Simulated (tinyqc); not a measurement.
Worked calculation (part 1 of 2): RKS/LDA (VWN5) in the sto-3g basis, for BeH2, spin multiplicity 1. Computed by tinyqc, a small Python program that keeps every step (integrals from PySCF). Settings: charge = 0, multiplicity = 1, basis = sto-3g, energy threshold = 1e-08, iteration cap = 78, orthogonalisation = symmetric, start = core, DIIS depth = 6, damping = 0.2, method = RKS, functional = lda,vwn, grid = [30, 26]. Command: `OMP_NUM_THREADS=1 python tinyqc.py 20953 20954 out.jsonl` (the two numbers bound the seeds that draw the settings). One thread of a shared host (Intel(R) Xeon(R) Processor @ 2.60GHz), about 0.6 s of CPU time with the checks. Later iterations appear only in the table of the cycle.

## One-electron integrals

Geometry (angstrom):
```
atom         x          y         z
Be    0.000000   0.000000  0.000000
H     0.000000   1.373000  0.000000
H     0.000000  -1.373000  0.000000
```

Basis sto-3g: exponents (1/bohr^2) and contraction coefficients of normalised primitives:
```
element  l (shell)   exponent  coefficient
Be           s (1)  30.167871     0.154329
Be           s (1)   5.495115     0.535328
Be           s (1)   1.487193     0.444635
Be           s (2)   1.314833    -0.099967
Be           s (2)   0.305539     0.399513
Be           s (2)   0.099371     0.700115
Be           p (3)   1.314833     0.155916
Be           p (3)   0.305539     0.607684
Be           p (3)   0.099371     0.391957
H            s (1)   3.425251     0.154329
H            s (1)   0.623914     0.535328
H            s (1)   0.168855     0.444635
```

Overlap, kinetic and nuclear-attraction integrals over the contracted functions; the nuclear repulsion is the sum of Za Zb / Rab.

nuclear repulsion = 3.27604246 hartree

overlap S, order 1Be 1s, 1Be 2s, 1Be 2px, 1Be 2py, 1Be 2pz, 2H 1s, 3H 1s:
$$\begin{pmatrix}
1.000000 & 0.259517 & 0.000000 & 0.000000 & 0.000000 & 0.064609 & 0.064609 \\
0.259517 & 1.000000 & 0.000000 & 0.000000 & 0.000000 & 0.446678 & 0.446678 \\
0.000000 & 0.000000 & 1.000000 & 0.000000 & 0.000000 & 0.000000 & 0.000000 \\
0.000000 & 0.000000 & 0.000000 & 1.000000 & 0.000000 & 0.516425 & -0.516425 \\
0.000000 & 0.000000 & 0.000000 & 0.000000 & 1.000000 & 0.000000 & 0.000000 \\
0.064609 & 0.446678 & 0.000000 & 0.516425 & 0.000000 & 1.000000 & 0.030763 \\
0.064609 & 0.446678 & 0.000000 & -0.516425 & 0.000000 & 0.030763 & 1.000000
\end{pmatrix}$$

kinetic energy T (hartree), order 1Be 1s, 1Be 2s, 1Be 2px, 1Be 2py, 1Be 2pz, 2H 1s, 3H 1s:
$$\begin{pmatrix}
6.693975 & -0.033012 & 0.000000 & 0.000000 & 0.000000 & -0.015924 & -0.015924 \\
-0.033012 & 0.211111 & 0.000000 & 0.000000 & 0.000000 & 0.064093 & 0.064093 \\
0.000000 & 0.000000 & 0.660592 & 0.000000 & 0.000000 & 0.000000 & 0.000000 \\
0.000000 & 0.000000 & 0.000000 & 0.660592 & 0.000000 & 0.182984 & -0.182984 \\
0.000000 & 0.000000 & 0.000000 & 0.000000 & 0.660592 & 0.000000 & 0.000000 \\
-0.015924 & 0.064093 & 0.000000 & 0.182984 & 0.000000 & 0.760032 & -0.008829 \\
-0.015924 & 0.064093 & 0.000000 & -0.182984 & 0.000000 & -0.008829 & 0.760032
\end{pmatrix}$$

nuclear attraction V (hartree), order 1Be 1s, 1Be 2s, 1Be 2px, 1Be 2py, 1Be 2pz, 2H 1s, 3H 1s:
$$\begin{pmatrix}
-15.331926 & -2.099290 & 0.000000 & 0.000000 & 0.000000 & -0.521504 & -0.521504 \\
-2.099290 & -3.038368 & 0.000000 & 0.000000 & 0.000000 & -1.307771 & -1.307771 \\
0.000000 & 0.000000 & -2.944844 & 0.000000 & 0.000000 & 0.000000 & 0.000000 \\
0.000000 & 0.000000 & 0.000000 & -3.170535 & 0.000000 & -1.477955 & 1.477955 \\
0.000000 & 0.000000 & 0.000000 & 0.000000 & -2.944844 & 0.000000 & 0.000000 \\
-0.521504 & -1.307771 & 0.000000 & -1.477955 & 0.000000 & -2.950328 & -0.105575 \\
-0.521504 & -1.307771 & 0.000000 & 1.477955 & 0.000000 & -0.105575 & -2.950328
\end{pmatrix}$$

core Hamiltonian H = T + V (hartree), order 1Be 1s, 1Be 2s, 1Be 2px, 1Be 2py, 1Be 2pz, 2H 1s, 3H 1s:
$$\begin{pmatrix}
-8.637951 & -2.132302 & 0.000000 & 0.000000 & 0.000000 & -0.537428 & -0.537428 \\
-2.132302 & -2.827257 & 0.000000 & 0.000000 & 0.000000 & -1.243678 & -1.243678 \\
0.000000 & 0.000000 & -2.284252 & 0.000000 & 0.000000 & 0.000000 & 0.000000 \\
0.000000 & 0.000000 & 0.000000 & -2.509943 & 0.000000 & -1.294972 & 1.294972 \\
0.000000 & 0.000000 & 0.000000 & 0.000000 & -2.284252 & 0.000000 & 0.000000 \\
-0.537428 & -1.243678 & 0.000000 & -1.294972 & 0.000000 & -2.190296 & -0.114404 \\
-0.537428 & -1.243678 & 0.000000 & 1.294972 & 0.000000 & -0.114404 & -2.190296
\end{pmatrix}$$

## Two-electron integrals

Functions are numbered as in S; the eight-fold symmetry (ij|kl) = (ji|kl) = (kl|ij) leaves the list below.

Two-electron integrals (ij|kl) in chemists' order, unique and non-zero (hartree):
```
(11|11) 2.298831    (21|11) 0.392036    (21|21) 0.079539    (22|11) 0.570988
(22|21) 0.143041    (22|22) 0.417683    (31|31) 0.014607    (32|31) 0.021888
(32|32) 0.092265    (33|11) 0.569578    (33|21) 0.143083    (33|22) 0.417589
(33|33) 0.449859    (41|41) 0.014607    (42|41) 0.021888    (42|42) 0.092265
(43|43) 0.024249    (44|11) 0.569578    (44|21) 0.143083    (44|22) 0.417589
(44|33) 0.401360    (44|44) 0.449859    (51|51) 0.014607    (52|51) 0.021888
(52|52) 0.092265    (53|53) 0.024249    (54|54) 0.024249    (55|11) 0.569578
(55|21) 0.143083    (55|22) 0.417589    (55|33) 0.401360    (55|44) 0.401360
(55|55) 0.449859    (61|11) 0.096563    (61|21) 0.019576    (61|22) 0.035468
(61|33) 0.035210    (61|41) 0.001752    (61|42) 0.003281    (61|44) 0.036003
(61|55) 0.035210    (61|61) 0.005058    (62|11) 0.217119    (62|21) 0.055095
(62|22) 0.173144    (62|33) 0.166789    (62|41) 0.007243    (62|42) 0.042921
(62|44) 0.185700    (62|55) 0.166789    (62|61) 0.014988    (62|62) 0.103558
(63|31) 0.005274    (63|32) 0.024125    (63|43) 0.007600    (63|63) 0.010026
(64|11) 0.226955    (64|21) 0.058332    (64|22) 0.192366    (64|33) 0.180978
(64|41) 0.011852    (64|42) 0.067090    (64|44) 0.214946    (64|55) 0.180978
(64|61) 0.016655    (64|62) 0.131344    (64|64) 0.172838    (65|51) 0.005274
(65|52) 0.024125    (65|54) 0.007600    (65|65) 0.010026    (66|11) 0.382257
(66|21) 0.098801    (66|22) 0.346406    (66|33) 0.321228    (66|41) 0.015873
(66|42) 0.119061    (66|44) 0.396487    (66|55) 0.321228    (66|61) 0.027710
(66|62) 0.258837    (66|64) 0.349706    (66|66) 0.774606    (71|11) 0.096563
(71|21) 0.019576    (71|22) 0.035468    (71|33) 0.035210    (71|41) -0.001752
(71|42) -0.003281   (71|44) 0.036003    (71|55) 0.035210    (71|61) 0.004610
(71|62) 0.012640    (71|64) 0.012847    (71|66) 0.022313    (71|71) 0.005058
(72|11) 0.217119    (72|21) 0.055095    (72|22) 0.173144    (72|33) 0.166789
(72|41) -0.007243   (72|42) -0.042921   (72|44) 0.185700    (72|55) 0.166789
(72|61) 0.012640    (72|62) 0.055726    (72|64) 0.055994    (72|66) 0.103406
(72|71) 0.014988    (72|72) 0.103558    (73|31) 0.005274    (73|32) 0.024125
(73|43) -0.007600   (73|63) 0.004371    (73|73) 0.010026    (74|11) -0.226955
(74|21) -0.058332   (74|22) -0.192366   (74|33) -0.180978   (74|41) 0.011852
(74|42) 0.067090    (74|44) -0.214946   (74|55) -0.180978   (74|61) -0.012847
(74|62) -0.055994   (74|64) -0.053730   (74|66) -0.102033   (74|71) -0.016655
(74|72) -0.131344   (74|74) 0.172838    (75|51) 0.005274    (75|52) 0.024125
(75|54) -0.007600   (75|65) 0.004371    (75|75) 0.010026    (76|11) 0.019428
(76|21) 0.004803    (76|22) 0.013515    (76|33) 0.013300    (76|44) 0.013938
(76|55) 0.013300    (76|61) 0.001196    (76|62) 0.005752    (76|64) 0.006495
(76|66) 0.011829    (76|71) 0.001196    (76|72) 0.005752    (76|74) -0.006495
(76|76) 0.000445    (77|11) 0.382257    (77|21) 0.098801    (77|22) 0.346406
(77|33) 0.321228    (77|41) -0.015873   (77|42) -0.119061   (77|44) 0.396487
(77|55) 0.321228    (77|61) 0.022313    (77|62) 0.103406    (77|64) 0.102033
(77|66) 0.192676    (77|71) 0.027710    (77|72) 0.258837    (77|74) -0.349706
(77|76) 0.011829    (77|77) 0.774606
```

## Orthogonalisation

S = U s U^T; symmetric (Loewdin) form X = U s^(-1/2) U^T, so that X^T S X = 1.

eigenvalues of S: [0.254122, 0.358489, 0.940590, 1.000000, 1.000000, 1.715115, 1.731684]

X, order 1Be 1s, 1Be 2s, 1Be 2px, 1Be 2py, 1Be 2pz, 2H 1s, 3H 1s:
$$\begin{pmatrix}
1.028454 & -0.153158 & 0.000000 & 0.000000 & 0.000000 & 0.018804 & 0.018804 \\
-0.153158 & 1.243287 & 0.000000 & 0.000000 & 0.000000 & -0.301465 & -0.301465 \\
0.000000 & 0.000000 & 1.000000 & 0.000000 & 0.000000 & 0.000000 & 0.000000 \\
0.000000 & 0.000000 & 0.000000 & 1.360800 & 0.000000 & -0.431288 & 0.431288 \\
0.000000 & 0.000000 & 0.000000 & 0.000000 & 1.000000 & 0.000000 & 0.000000 \\
0.018804 & -0.301465 & 0.000000 & -0.431288 & 0.000000 & 1.287970 & -0.098523 \\
0.018804 & -0.301465 & 0.000000 & 0.431288 & 0.000000 & -0.098523 & 1.287970
\end{pmatrix}$$

## Starting guess

The start is the orbitals of the core Hamiltonian; D = 2 C_occ C_occ^T.

D at the start, order 1Be 1s, 1Be 2s, 1Be 2px, 1Be 2py, 1Be 2pz, 2H 1s, 3H 1s:
$$\begin{pmatrix}
2.131387 & -0.471791 & 0.000000 & 0.000000 & 0.000000 & -0.049075 & -0.049075 \\
-0.471791 & 1.621391 & 0.000000 & 0.000000 & 0.000000 & 0.240949 & 0.240949 \\
0.000000 & 0.000000 & 0.000000 & 0.000000 & 0.000000 & 0.000000 & 0.000000 \\
0.000000 & 0.000000 & 0.000000 & 2.014289 & 0.000000 & -0.006940 & 0.006940 \\
0.000000 & 0.000000 & 0.000000 & 0.000000 & 0.000000 & 0.000000 & 0.000000 \\
-0.049075 & 0.240949 & 0.000000 & -0.006940 & 0.000000 & 0.036052 & 0.036004 \\
-0.049075 & 0.240949 & 0.000000 & 0.006940 & 0.000000 & 0.036004 & 0.036052
\end{pmatrix}$$

## Iteration 1: exchange-correlation on the grid

Becke grid with 30 radial and 26 angular points per atom, points of zero weight dropped. rho = sum D_ij phi_i phi_j; V_xc,ij = sum w v_xc phi_i phi_j; v_xc is d(rho eps)/d rho.

The 8 grid points with the largest w rho, of 2300 (bohr, atomic units):
```
x                  y          z         w       rho     eps_xc       v_xc
0.000000    1.260284   0.000000  0.234370  0.149971  -0.448833  -0.587228
0.000000   -1.260284   0.000000  0.234370  0.149971  -0.448833  -0.587228
0.000000    1.550264   0.000000  0.285557  0.121269  -0.420404  -0.549763
0.000000   -1.550264   0.000000  0.285557  0.121269  -0.420404  -0.549763
0.000000    1.332559  -1.332559  0.534988  0.050314  -0.321072  -0.419043
0.000000   -1.332559   1.332559  0.534988  0.050314  -0.321072  -0.419043
-1.332559   1.332559   0.000000  0.534988  0.050314  -0.321072  -0.419043
1.332559   -1.332559   0.000000  0.534988  0.050314  -0.321072  -0.419043
```

electrons on the grid, sum of w rho = 6.033884

E_xc = sum of w rho eps_xc = -3.35941664 hartree

V_xc (hartree), order 1Be 1s, 1Be 2s, 1Be 2px, 1Be 2py, 1Be 2pz, 2H 1s, 3H 1s:
$$\begin{pmatrix}
-1.430199 & -0.219008 & 0.000000 & 0.000000 & 0.000000 & -0.054985 & -0.054985 \\
-0.219008 & -0.359358 & 0.000000 & 0.000000 & 0.000000 & -0.160806 & -0.160806 \\
0.000000 & 0.000000 & -0.330609 & 0.000000 & 0.000000 & 0.000000 & 0.000000 \\
0.000000 & 0.000000 & 0.000000 & -0.408669 & 0.000000 & -0.185055 & 0.185055 \\
0.000000 & 0.000000 & 0.000000 & 0.000000 & -0.330609 & 0.000000 & 0.000000 \\
-0.054985 & -0.160806 & 0.000000 & -0.185055 & 0.000000 & -0.339691 & -0.012725 \\
-0.054985 & -0.160806 & 0.000000 & 0.185055 & 0.000000 & -0.012725 & -0.339691
\end{pmatrix}$$

## Iteration 1: building the Kohn-Sham matrix

J_ij = sum D_kl (ij|kl); F = H + J + V_xc; E = tr D H + tr D J / 2 + E_xc + E_nn.

Coulomb J (hartree), order 1Be 1s, 1Be 2s, 1Be 2px, 1Be 2py, 1Be 2pz, 2H 1s, 3H 1s:
$$\begin{pmatrix}
6.815835 & 1.335774 & 0.000000 & 0.000000 & 0.000000 & 0.331212 & 0.331212 \\
1.335774 & 2.780924 & 0.000000 & 0.000000 & 0.000000 & 1.150487 & 1.150487 \\
0.000000 & 0.000000 & 2.737448 & 0.000000 & 0.000000 & 0.000000 & 0.000000 \\
0.000000 & 0.000000 & 0.000000 & 2.857739 & 0.000000 & 1.274542 & -1.274542 \\
0.000000 & 0.000000 & 0.000000 & 0.000000 & 2.737448 & 0.000000 & 0.000000 \\
0.331212 & 1.150487 & 0.000000 & 1.274542 & 0.000000 & 2.280920 & 0.092877 \\
0.331212 & 1.150487 & 0.000000 & -1.274542 & 0.000000 & 0.092877 & 2.280920
\end{pmatrix}$$

Kohn-Sham matrix F (hartree), order 1Be 1s, 1Be 2s, 1Be 2px, 1Be 2py, 1Be 2pz, 2H 1s, 3H 1s:
$$\begin{pmatrix}
-3.252315 & -1.015536 & 0.000000 & 0.000000 & 0.000000 & -0.261200 & -0.261200 \\
-1.015536 & -0.405692 & 0.000000 & 0.000000 & 0.000000 & -0.253997 & -0.253997 \\
0.000000 & 0.000000 & 0.122587 & 0.000000 & 0.000000 & 0.000000 & 0.000000 \\
0.000000 & 0.000000 & 0.000000 & -0.060874 & 0.000000 & -0.205485 & 0.205485 \\
0.000000 & 0.000000 & 0.000000 & 0.000000 & 0.122587 & 0.000000 & 0.000000 \\
-0.261200 & -0.253997 & 0.000000 & -0.205485 & 0.000000 & -0.249066 & -0.034252 \\
-0.261200 & -0.253997 & 0.000000 & 0.205485 & 0.000000 & -0.034252 & -0.249066
\end{pmatrix}$$

total energy of this density = -14.98958994 hartree

This density is the starting one.

## Iteration 1: diagonalisation and new density

Diagonalise F' = X^T F X, C = X C', fill 3 alpha and 3 beta electrons from the bottom; D = 2 C_occ C_occ^T; the new density keeps 0.2 of the old one (damping). Each column has its largest component positive (the first on a tie).

F' = X^T F X (hartree):
$$\begin{pmatrix}
-3.147101 & -0.601456 & 0.000000 & 0.000000 & 0.000000 & -0.040738 & -0.040738 \\
-0.601456 & -0.035576 & 0.000000 & 0.000000 & 0.000000 & -0.178857 & -0.178857 \\
0.000000 & 0.000000 & 0.122587 & 0.000000 & 0.000000 & 0.000000 & 0.000000 \\
0.000000 & 0.000000 & 0.000000 & 0.289754 & 0.000000 & -0.299960 & 0.299960 \\
0.000000 & 0.000000 & 0.000000 & 0.000000 & 0.122587 & 0.000000 & 0.000000 \\
-0.040738 & -0.178857 & 0.000000 & -0.299960 & 0.000000 & -0.028500 & -0.084404 \\
-0.040738 & -0.178857 & 0.000000 & 0.299960 & 0.000000 & -0.084404 & -0.028500
\end{pmatrix}$$

orbital energies (hartree): MO1 -3.262704, MO2 -0.271958, MO3 -0.267197, MO4 0.122587, MO5 0.122587, MO6 0.239081, MO7 0.612856

coefficients C, order 1Be 1s, 1Be 2s, 1Be 2px, 1Be 2py, 1Be 2pz, 2H 1s, 3H 1s:
$$\begin{pmatrix}
0.982464 & -0.197250 & 0.000000 & 0.000000 & 0.000000 & -0.278817 & 0.000000 \\
0.066342 & 0.350744 & 0.000000 & 0.000000 & 0.000000 & 1.274190 & 0.000000 \\
0.000000 & 0.000000 & 0.000000 & -0.037806 & 0.999285 & 0.000000 & 0.000000 \\
0.000000 & 0.000000 & 0.339319 & 0.000000 & 0.000000 & 0.000000 & 1.452122 \\
0.000000 & 0.000000 & 0.000000 & 0.999285 & 0.037806 & 0.000000 & 0.000000 \\
-0.009844 & 0.526286 & 0.518606 & 0.000000 & 0.000000 & -0.722186 & -0.937144 \\
-0.009844 & 0.526286 & -0.518606 & 0.000000 & 0.000000 & -0.722186 & 0.937144
\end{pmatrix}$$

D after iteration 1, order 1Be 1s, 1Be 2s, 1Be 2px, 1Be 2py, 1Be 2pz, 2H 1s, 3H 1s:
$$\begin{pmatrix}
2.032906 & -0.100767 & 0.000000 & 0.000000 & 0.000000 & -0.191385 & -0.191385 \\
-0.100767 & 0.528154 & 0.000000 & 0.000000 & 0.000000 & 0.342492 & 0.342492 \\
0.000000 & 0.000000 & 0.000000 & 0.000000 & 0.000000 & 0.000000 & 0.000000 \\
0.000000 & 0.000000 & 0.000000 & 0.587078 & 0.000000 & 0.280169 & -0.280169 \\
0.000000 & 0.000000 & 0.000000 & 0.000000 & 0.000000 & 0.000000 & 0.000000 \\
-0.191385 & 0.342492 & 0.000000 & 0.280169 & 0.000000 & 0.880852 & 0.020197 \\
-0.191385 & 0.342492 & 0.000000 & -0.280169 & 0.000000 & 0.020197 & 0.880852
\end{pmatrix}$$

Within a degenerate level the vectors are fixed only up to a rotation; this is one choice.

## Iteration 2: exchange-correlation on the grid

As before.

The 8 grid points with the largest w rho, of 2300 (bohr, atomic units):
```
x                 y         z         w       rho     eps_xc       v_xc
0.000000  -1.550264  0.000000  0.285557  0.112922  -0.411283  -0.537747
0.000000   1.550264  0.000000  0.285557  0.112922  -0.411283  -0.537747
0.000000   1.260284  0.000000  0.234370  0.095799  -0.391019  -0.511060
0.000000  -1.260284  0.000000  0.234370  0.095799  -0.391019  -0.511060
0.000000  -1.884523  0.000000  0.129329  0.166616  -0.463645  -0.606757
0.000000   1.884523  0.000000  0.129329  0.166616  -0.463645  -0.606757
0.000000  -0.345280  0.000000  0.007858  2.472289  -1.077945  -1.419473
0.000000   0.345280  0.000000  0.007858  2.472289  -1.077945  -1.419473
```

electrons on the grid, sum of w rho = 6.006443

E_xc = sum of w rho eps_xc = -3.38243633 hartree

V_xc (hartree), order 1Be 1s, 1Be 2s, 1Be 2px, 1Be 2py, 1Be 2pz, 2H 1s, 3H 1s:
$$\begin{pmatrix}
-1.410135 & -0.208735 & 0.000000 & 0.000000 & 0.000000 & -0.052320 & -0.052320 \\
-0.208735 & -0.319053 & 0.000000 & 0.000000 & 0.000000 & -0.167913 & -0.167913 \\
0.000000 & 0.000000 & -0.280412 & 0.000000 & 0.000000 & 0.000000 & 0.000000 \\
0.000000 & 0.000000 & 0.000000 & -0.388917 & 0.000000 & -0.208419 & 0.208419 \\
0.000000 & 0.000000 & 0.000000 & 0.000000 & -0.280412 & 0.000000 & 0.000000 \\
-0.052320 & -0.167913 & 0.000000 & -0.208419 & 0.000000 & -0.452018 & -0.011858 \\
-0.052320 & -0.167913 & 0.000000 & 0.208419 & 0.000000 & -0.011858 & -0.452018
\end{pmatrix}$$

## Iteration 2: building the Kohn-Sham matrix

As before.

Coulomb J (hartree), order 1Be 1s, 1Be 2s, 1Be 2px, 1Be 2py, 1Be 2pz, 2H 1s, 3H 1s:
$$\begin{pmatrix}
6.382328 & 1.240608 & 0.000000 & 0.000000 & 0.000000 & 0.308092 & 0.308092 \\
1.240608 & 2.634137 & 0.000000 & 0.000000 & 0.000000 & 1.153565 & 1.153565 \\
0.000000 & 0.000000 & 2.556049 & 0.000000 & 0.000000 & 0.000000 & 0.000000 \\
0.000000 & 0.000000 & 0.000000 & 2.780499 & 0.000000 & 1.319573 & -1.319573 \\
0.000000 & 0.000000 & 0.000000 & 0.000000 & 2.556049 & 0.000000 & 0.000000 \\
0.308092 & 1.153565 & 0.000000 & 1.319573 & 0.000000 & 2.507524 & 0.088948 \\
0.308092 & 1.153565 & 0.000000 & -1.319573 & 0.000000 & 0.088948 & 2.507524
\end{pmatrix}$$

Kohn-Sham matrix F (hartree), order 1Be 1s, 1Be 2s, 1Be 2px, 1Be 2py, 1Be 2pz, 2H 1s, 3H 1s:
$$\begin{pmatrix}
-3.665758 & -1.100430 & 0.000000 & 0.000000 & 0.000000 & -0.281655 & -0.281655 \\
-1.100430 & -0.512174 & 0.000000 & 0.000000 & 0.000000 & -0.258026 & -0.258026 \\
0.000000 & 0.000000 & -0.008616 & 0.000000 & 0.000000 & 0.000000 & 0.000000 \\
0.000000 & 0.000000 & 0.000000 & -0.118361 & 0.000000 & -0.183818 & 0.183818 \\
0.000000 & 0.000000 & 0.000000 & 0.000000 & -0.008616 & 0.000000 & 0.000000 \\
-0.281655 & -0.258026 & 0.000000 & -0.183818 & 0.000000 & -0.134789 & -0.037313 \\
-0.281655 & -0.258026 & 0.000000 & 0.183818 & 0.000000 & -0.037313 & -0.134789
\end{pmatrix}$$

total energy of this density = -15.31412571 hartree

This density is a damped mixture and is not idempotent.

## Iteration 2: DIIS over 2 matrices

error matrix X^T (FDS - SDF) X:
$$\begin{pmatrix}
0.000000 & -0.025786 & 0.000000 & 0.000000 & 0.000000 & 0.016497 & 0.016497 \\
0.025786 & 0.000000 & 0.000000 & 0.000000 & 0.000000 & -0.114268 & -0.114268 \\
0.000000 & 0.000000 & 0.000000 & 0.000000 & 0.000000 & 0.000000 & 0.000000 \\
0.000000 & 0.000000 & 0.000000 & 0.000000 & 0.000000 & -0.064851 & 0.064851 \\
0.000000 & 0.000000 & 0.000000 & 0.000000 & 0.000000 & 0.000000 & 0.000000 \\
-0.016497 & 0.114268 & 0.000000 & 0.064851 & 0.000000 & 0.000000 & 0.000000 \\
-0.016497 & 0.114268 & 0.000000 & -0.064851 & 0.000000 & 0.000000 & 0.000000
\end{pmatrix}$$

B (overlaps of the stored error matrices):
$$\begin{pmatrix}
1.5509071e+00 & -2.7631483e-01 \\
-2.7631483e-01 & 7.1469151e-02
\end{pmatrix}$$

Minimise |sum c_i e_i|^2 with sum c_i = 1: solve [B -1; -1 0][c; lambda] = [0; -1] with B_ij = tr e_i^T e_j, and take F = sum c_i F_i.

DIIS coefficients: [0.159900, 0.840100]

extrapolated F (hartree), order 1Be 1s, 1Be 2s, 1Be 2px, 1Be 2py, 1Be 2pz, 2H 1s, 3H 1s:
$$\begin{pmatrix}
-3.599649 & -1.086855 & 0.000000 & 0.000000 & 0.000000 & -0.278384 & -0.278384 \\
-1.086855 & -0.495147 & 0.000000 & 0.000000 & 0.000000 & -0.257382 & -0.257382 \\
0.000000 & 0.000000 & 0.012363 & 0.000000 & 0.000000 & 0.000000 & 0.000000 \\
0.000000 & 0.000000 & 0.000000 & -0.109169 & 0.000000 & -0.187282 & 0.187282 \\
0.000000 & 0.000000 & 0.000000 & 0.000000 & 0.012363 & 0.000000 & 0.000000 \\
-0.278384 & -0.257382 & 0.000000 & -0.187282 & 0.000000 & -0.153062 & -0.036824 \\
-0.278384 & -0.257382 & 0.000000 & 0.187282 & 0.000000 & -0.036824 & -0.153062
\end{pmatrix}$$
